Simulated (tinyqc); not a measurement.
Long-channel MOSFET, surface-potential model: two steps of the calculation.

n-channel transistor on a uniformly doped p-type body, gradual-channel approximation, constant mobility, Boltzmann statistics, full ionisation. Potentials are counted from the neutral body; V is the electron quasi-Fermi potential, Vsb at the source and Vsb + Vds at the drain. Charges are magnitudes per area.

Inputs (values chosen for the exercise); material values those of a made-up semiconductor: temperature T = 325 K; flat-band voltage Vfb = -0.34 V; channel mobility mu = 120 cm^2/(V s); gate width W = 1 um; gate length L = 2 um; source-body reverse bias Vsb = 1 V; gate-source voltage Vgs = 0.54 V; drain-source voltage Vds = 0.8 V.

Constants: q = 1.602176634e-19 C, kB = 1.380649e-23 J/K, Vt = kB T/q. Results are converted to the units shown.

Task 1. Surface potential at the source by Newton steps. With V = Vsb: G = psi - Vt + Vt e, e = exp((psi - 2 phiF - Vsb)/Vt); f = Vgs + Vsb - Vfb - psi - gamma sqrt(G); f' = -1 - gamma (1 + e)/(2 sqrt(G)); psi(new) = psi - f/f'.

psi at the start (the root without inversion charge) = 1.5761500 V
phiF = 0.28019166 V
gamma = 0.24420767 V^0.5

Give: G; f; f'; psi after iteration 1.

Result 1.

G = 1.597 V
f = -0.004792 V
f' = -1.266
psi after iteration 1 = 1.572 V

Task 2. Charges and current of the charge-sheet model. psi_0 and psi_L solve Vgs + Vsb - Vfb - psi = gamma sqrt(G) at V = Vsb and Vsb + Vds. Qi = Cox gamma [sqrt(G) - sqrt(psi - Vt)], G = psi - Vt + Vt exp((psi - 2 phiF - V)/Vt), at both ends. With U = Vgs + Vsb - Vfb: drift = mu (W/L) Cox [U (psi_L - psi_0) - (psi_L^2 - psi_0^2)/2 - (2/3) gamma ((psi_L - Vt)^1.5 - (psi_0 - Vt)^1.5)]; diffusion = mu (W/L) Vt (Qi0 - QiL).

psi_0 = 1.5723334 V
psi_L = 1.5761464 V
phiF = 0.28019166 V
Cox = 0.95573145 uF/cm^2
gamma = 0.24420767 V^0.5

Find: Qi0; QiL; drift current; diffusion current; drain current.

Result 2.

Qi0 = 4.002 nC/cm^2
QiL = 1.812e-12 nC/cm^2
drift current = 4.578e-4 uA
diffusion current = 0.006725 uA
drain current = 0.007183 uA

Drift carries 6.37 % of the current. The drain end is pinched off: its charge is under 1 % of that at the source.

Computed by the program tinyqc: `OMP_NUM_THREADS=1 python tinyqc.py 2360010 2360011 out.jsonl`, one thread of a shared Intel Xeon 2.30GHz, about 0.02 s for the whole run.
